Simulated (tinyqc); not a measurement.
Tight binding, kagome lattice, step by step. One step of it, computed by the program tinyqc.

Task: Levels at k. Diagonalise the Hermitian matrix.

H(k) at k (eV):
```
                     A                    B                    C
A             0.000000  -1.758681-0.569727i  -1.990915+0.469230i
B  -1.758681+0.569727i             0.000000  -1.252963+0.422802i
C  -1.990915-0.469230i  -1.252963-0.422802i             0.000000
```

Give: eigenvalues; weights |c|^2 of the basis functions.

Result:

eigenvalues (eV): -3.4858  1.2558  2.2300

weights |c|^2 of the basis functions:
```
   band 1  band 2  band 3
A  0.3838  0.0372  0.5790
B  0.2940  0.5644  0.1417
C  0.3222  0.3985  0.2793
```
